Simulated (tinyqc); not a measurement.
Inputs raised by 5 %, one at a time: equilibrium crystal shape, supported particles, Gibbs-Thomson effect and coarsening. Computed by tinyqc, a small Python program. Command: `OMP_NUM_THREADS=1 python tinyqc.py 3010310 3010311 out.jsonl wulff sens`. One thread of a shared host (Intel(R) Xeon(R) Processor @ 2.30GHz), about 0.08 s of CPU time with the checks.

A cubic crystal bounded by {100}, {110} and {111} facets only.

Inputs (values chosen for the exercise, for a model cubic crystal):
```
quantity                                value        unit
atomic volume Omega                     11.81  angstrom^3
atoms in the particle N                 10000           -
temperature T                            1125           K
precipitate interface energy gamma_i     0.41       J/m^2
solubility x_inf at a flat interface    0.015           -
diffusivity D                         6.3e-18       m^2/s
mean radius at the start r0               8.4          nm
time t                                 820000           s
```

Surface energies: given.

surface energies gamma(100), gamma(110), gamma(111) (J/m^2): 1.74  1.82  1.42

Constants: e = 1.602176634e-19 C; k_B = 8.617333262e-05 eV/K; k_B = 1.380649e-23 J/K.

Method:
- The energies and Omega are given.
- Wulff construction: the facet planes lie at distances lambda gamma from the centre, and the shape is the region inside all of them; V = (1/3) sum of area x distance. gamma_mean = sum A gamma / sum A; shape factor eta = A/V^(2/3) (4.836 for a sphere). lambda follows from V = N Omega.
- For the Wulff shape mu - mu(bulk) = 2 Omega gamma/h, with gamma and h = lambda gamma the energy and distance of any one facet plane, here (111); the vapour pressure rises by exp[(mu - mu(bulk))/(k_B T)].
- Spherical precipitates of nearly pure solute with atomic volume Omega: x(r) = x_inf exp(l/r), l = 2 gamma_i Omega/(k_B T). Diffusion-limited coarsening at small volume fraction (Lifshitz-Slyozov-Wagner): r^3 = r0^3 + K t, K = (4/9) D x_inf l; the number density falls as (r0/r)^3. The steady size distribution is assumed from the start, and D and x_inf are inputs that do not follow T.

Runs:
```
input moved                                      from         to  pressure ratio  gamma_mean (J/m^2)  mean radius at t (nm)  capillary length l (nm)
base run                                            -          -          2.2648              1.4732                 28.048                  0.62349
atomic volume Omega (angstrom^3)                11.81    12.4005          2.3269              1.4732                 28.496                  0.65466
atoms in the particle N                         10000      10500          2.2352              1.4732                 28.048                  0.62349
temperature T (K)                                1125    1181.25          2.1784              1.4732                 27.608                  0.59380
precipitate interface energy gamma_i (J/m^2)     0.41     0.4305          2.2648              1.4732                 28.496                  0.65466
solubility x_inf at a flat interface            0.015    0.01575          2.2648              1.4732                 28.496                  0.62349
diffusivity D (m^2/s)                         6.3e-18  6.615e-18          2.2648              1.4732                 28.496                  0.62349
mean radius at the start r0 (nm)                  8.4       8.82          2.2648              1.4732                 28.088                  0.62349
```

Exponents ln(y'/y) / ln(x'/x):
```
input                                 pressure ratio  gamma_mean  mean radius at t  capillary length l
atomic volume Omega                            0.554           0             0.325                   1
atoms in the particle N                       -0.270           0             0.000                   0
temperature T                                 -0.798           0            -0.324                  -1
precipitate interface energy gamma_i           0.000           0             0.325                   1
solubility x_inf at a flat interface           0.000           0             0.325                   0
diffusivity D                                  0.000           0             0.325                   0
mean radius at the start r0                    0.000           0             0.029                   0
```

To which inputs is each result most sensitive?

Among the inputs moved here: pressure ratio answers most in size to temperature T (exponent -0.798), next to atomic volume Omega (+0.554); its exponent is below 0.0005 for precipitate interface energy gamma_i, solubility x_inf at a flat interface, diffusivity D, mean radius at the start r0. gamma_mean hardly depends on these (all exponents below 0.005). Mean radius at t answers most in size to atomic volume Omega (exponent +0.325), and about equally to precipitate interface energy gamma_i (+0.325), diffusivity D (+0.325), solubility x_inf at a flat interface (+0.325), temperature T (-0.324); its exponent is below 0.0005 for atoms in the particle N. capillary length l answers most in size to atomic volume Omega (exponent +1.000), and about equally to temperature T (-1.000), precipitate interface energy gamma_i (+1.000); its exponent is below 0.0005 for atoms in the particle N, solubility x_inf at a flat interface, diffusivity D, mean radius at the start r0. Its exponent -1.000 in temperature T: l carries 1/(k_B T).
